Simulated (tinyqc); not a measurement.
# Worked calculation: capacitance measurement on a leaky thin oxide: effects of series resistance and leakage

tinyqc, about 0.01 s, one thread, Intel Xeon 2.30GHz (shared host): `OMP_NUM_THREADS=1 python tinyqc.py 2022013 2022014 out.jsonl` Printed values are rounded.

The device is a capacitance C in parallel with a leakage conductance G, in series with Rs and Ls. An impedance meter reports either a parallel pair (Cp, Gp) from Y = 1/Z = Gp + i w Cp or a series pair (Cs, Rm) from Z = Rm + 1/(i w Cs); w = 2 pi f, dissipation D = Gp/(w |Cp|).

Inputs (values chosen for the exercise); values of the order met in thin-oxide MOS capacitors: relative permittivity of the gate insulator (close to silicon dioxide) eox = 3.9; insulator thickness tox = 3 nm; gate area A = 100 um^2; oxide-equivalent thickness added by the accumulation layer zc = 0.38 nm; oxide-equivalent thickness added by gate depletion zp = 0 nm; gate leakage current density, not matched to the thickness Jg = 16 A/cm^2; voltage for an e-fold rise of the leakage Vs = 0.21 V; series resistance Rs = 180 ohm; series inductance Ls = 260 nH; measuring frequency f = 1e6 Hz.

Constants: eps0 = 8.8541878128e-14 F/cm where lengths are in cm. Results are converted to the units shown.

## True capacitance and conductance

EOT = 3.9 tox/eox; CET = EOT + zc + zp; C = 3.9 eps0 A/CET; G = Jg A/Vs.

EOT = 3 nm
CET = 3.38 nm
C = 1.02164 pF
G = 76.1905 uS

## What the meter reports

Z = Rs + i w Ls + 1/(G + i w C).

Z = (1.32125-0.10964i) x 1e4 ohm
Cp = 0.992721 pF
Gp = 75.1684 uS
Cs = 145.166 pF
D = 12.0511

Cp is 2.8 % below C and Cs is 142 times it; G Rs = 0.0137, w C Rs = 0.00116 and G/(w C) = 11.9.
